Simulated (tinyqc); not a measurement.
# Short-channel transistor, virtual-source model with series resistance, step by step

tinyqc, about 0.01 s, one thread, Intel Xeon 2.30GHz (shared host): `OMP_NUM_THREADS=1 python tinyqc.py 2380091 2380092 out.jsonl` Printed values are rounded.

The current per gate width is the charge at the top of the source barrier (the virtual source) times its velocity times a saturation function; al and be are fitting constants of the model. Units: I in uA/um, Rs in ohm um, so I Rs = 1e-6 I Rs in volts; Q in uC/cm^2, so I = 1e-4 Q vx0 Fsat with vx0 in cm/s.

Inputs (values chosen for the exercise): temperature T = 400 K; inversion capacitance Cinv = 1.53 uF/cm^2; velocity at the virtual source vx0 = 3.78e7 cm/s; apparent mobility mu = 810 cm^2/(V s); channel length L = 130 nm; threshold at zero drain voltage VT0 = 0.313 V; drain-induced barrier lowering dl = 0.058 V/V; subthreshold factor n0 = 1.41; growth of n with drain voltage nd = 0.05 1/V; threshold shift (in units of Vt) from weak to strong inversion al = 3.5; sharpness of saturation be = 2; series resistance of each contact Rs = 70 ohm um; gate voltage Vgs = 0.43 V; drain voltage Vds = 0.7 V.

Constants: q = 1.602176634e-19 C, kB = 1.380649e-23 J/K, Vt = kB T/q. Results are converted to the units shown.

## Iteration 1: current through the series resistance

I at the start = 0 uA/um

Intrinsic voltages Vg' = Vgs - I Rs, Vd' = Vds - 2 I Rs. n = n0 + nd Vd', VT = VT0 - dl Vd', Ff = 1/(1 + exp((Vg' - VT + al Vt/2)/(al Vt))), Q = Cinv n Vt ln(1 + exp((Vg' - VT + al Vt Ff)/(n Vt))), Vdsat = (vx0 L/mu)(1 - Ff) + Vt Ff, Fsat = u/(1 + u^be)^(1/be) with u = Vd'/Vdsat, and I(out) = Q vx0 Fsat per width. (Fsat takes the sign of u.) I(new) = I(out).

Vg' = 0.43 V
Vd' = 0.7 V
VT = 0.2724 V
Ff = 0.141081
Q = 0.269423 uC/cm^2
Vdsat = 0.525940 V
Fsat = 0.799484
I(out) = 814.211 uA/um
I after iteration 1 = 814.211 uA/um

## Iteration 2: current through the series resistance

As before.

Vg' = 0.373005 V
Vd' = 0.586010 V
VT = 0.279011 V
Ff = 0.217702
Q = 0.190436 uC/cm^2
Vdsat = 0.482098 V
Fsat = 0.772253
I(out) = 555.905 uA/um
I after iteration 2 = 555.905 uA/um

## Course of the iteration: current through the series resistance

Stop when I changes by less than 1e-7 uA/um, or after 80 iterations.

Course of the iteration:
```
iteration,I (uA/um),|change| (uA/um)
1,814.211,814
2,555.905,258
3,633.241,77.3
4,609.611,23.6
5,616.789,7.18
6,614.605,2.18
7,615.269,0.664
8,615.067,0.202
9,615.128,0.0615
...,...,...
13,615.114,5.26e-4
14,615.114,1.60e-4
15,615.114,4.87e-5
16,615.114,1.48e-5
17,615.114,4.51e-6
18,615.114,1.37e-6
19,615.114,4.17e-7
20,615.114,1.27e-7
21,615.114,3.86e-8
```

Converged in 21 iterations. At the end each change is about 0.30 times the one before, with alternating sign: linear convergence.

## What the series resistance costs

converged I = 615.114 uA/um
I0 = 814.211 uA/um

Intrinsic voltages Vg' = Vgs - I Rs, Vd' = Vds - 2 I Rs. n = n0 + nd Vd', VT = VT0 - dl Vd', Ff = 1/(1 + exp((Vg' - VT + al Vt/2)/(al Vt))), Q = Cinv n Vt ln(1 + exp((Vg' - VT + al Vt Ff)/(n Vt))), Vdsat = (vx0 L/mu)(1 - Ff) + Vt Ff, Fsat = u/(1 + u^be)^(1/be) with u = Vd'/Vdsat, and I = Q vx0 Fsat per width. I0 is the current for Rs = 0. Effective velocity I/Q; transit time L Q/I.

loss against I0 = 24.4528 %
effective velocity = 2.94442e7 cm/s
transit time = 0.441512 ps

The carriers leave the virtual source at 77.9 % of vx0.
